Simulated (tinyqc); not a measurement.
Worked calculation: interface roughness in a thin film (subband fluctuation and scattering). Values are carried at full precision from step to step, so a last printed digit may differ when a step is redone from the rounded ones.

Square well of width t, barriers V0, c = hbar^2/2m0: E1 solves k t + 2 atan[(k/mz)/(kappa/mb)] = pi, k = sqrt(mz E/c), kappa = sqrt(mb (V0 - E)/c). One interface is rough, so the subband edge fluctuates by G dt with G = |dE1/dt| (central difference of 0.01 angstrom; 2 E1/t for hard walls).

Constants: hbar^2/2m0 = 3.80998211 eV angstrom^2; e^2/(4 pi eps0) = 14.39964547 eV angstrom; hbar = 6.58211957e-16 eV s.

Inputs chosen for the exercise (near those of a thin GaN channel; shifted at random, so the results belong to these values and not to a real crystal): t = 46 angstrom (film thickness); mz = 0.2 m0 (confinement mass); V0 = 1.83 eV (barrier); mb = 0.3 m0 (barrier mass); D = 1.8 angstrom (rms height of the roughness); md = 0.194 m0 (mass in the plane); gv = 1 (valleys); Lc = 30 angstrom (correlation length); Ns = 5.3 x 1e12/cm^2 (sheet density); eps = 9.4 (mean dielectric constant at the channel); Lg = 200 angstrom (gate length); Wg = 250 angstrom (gate width).

## Sensitivity of the level to thickness

Give E1, G, the hard-wall values and the rms fluctuation G D.

E1 = 64.71 meV
G = |dE1/dt| = 2.4007 meV/angstrom

hard walls: E1 (meV) and G (meV/angstrom): 88.854  3.863

G D = 4.32 meV

Hard walls overstate G by a factor 1.61, and the scattering rate, which goes as G^2, by 2.59.

## The angular integrand

Gaussian roughness spectrum S(q) = pi D^2 Lc^2 exp(-q^2 Lc^2/4). Degenerate gas, taken to fill one subband (the second starts to fill once c kF^2/md exceeds E2 - E1, which is not tested here): kF = sqrt(2 pi Ns/gv), q = 2 kF sin(theta/2), 1/tau = (md/(2 pi c hbar)) G^2 times the integral from 0 to pi of S(q)(1 - cos theta)/eps(q)^2 dtheta, eps(q) = 1 + qs/q with screening (qs = gv md q0/(c eps), q0 = e^2/(4 pi eps0), form factors left out, which overstates the screening; other scattering is left out too, so these values lie far above measured mobilities in all but the thinnest films) or 1 without; mobility = tau c2/md with c2 = e/m0 = 1.75882e15 cm^2/(V s^2); 1e12/cm^2 = 1e-4/angstrom^2.

kF, qs, and exp(-q^2 Lc^2/4)(1 - cos theta) without and with the factor 1/eps^2 at theta = 30, 60, ..., 180 degrees.

kF = 0.05771 1/angstrom
qs = 0.0780 1/angstrom

Integrand:
```
theta  q (1/angstrom)    bare  eps(q)  screened
30             0.0299   0.110    3.61   0.00840
60             0.0577   0.236    2.35    0.0427
90             0.0816   0.223    1.96    0.0584
120            0.1000   0.158    1.78    0.0500
150            0.1115   0.114    1.70    0.0394
180            0.1154  0.0999    1.68    0.0356
```

kF Lc = 1.73: the spectrum cuts off large angles, and the bare integrand is largest at 60 degrees among these rows.

## Scattering time and mobility

Integrate over theta.

Results:
```
case      integral   tau (fs)  mobility (cm^2/(V s))
bare        0.4669       3295              2.987e+04
screened    0.1135  1.356e+04              1.229e+05
```

Screening raises the mobility by a factor 4.1. With it kF l = 2.69e+03, so by this rate the carriers are far from localisation. Phonons, and the gate field that presses carriers to the wall, limit real channels far below this value.

## Threshold variation

Averaged over an area A = Lg Wg much larger than Lc^2, the thickness varies by D sqrt(pi Lc^2/A), so sigma(Vt) = G D Lc sqrt(pi/A)/e; the Pelgrom coefficient is sigma sqrt(A) (1 micrometre = 1e4 angstrom).

rms of the mean thickness = 0.428 angstrom
sigma(Vt) = 1.028 mV
coefficient = 0.0230 mV micrometre

The electrostatic effect of the thickness is left out.

## Checks

- G from the envelope at the wall, psi(t/2)^2 (E1 + c mz (kappa/mb)^2), against the difference quotient, meV/angstrom: both 2.401.
- Bare integral for Lc -> 0 against pi: both 3.1416.

tinyqc: `OMP_NUM_THREADS=1 python tinyqc.py 1251225 1251226 out.jsonl`; about 0.01 s, one thread, shared Intel(R) Xeon(R) Processor @ 2.30GHz.
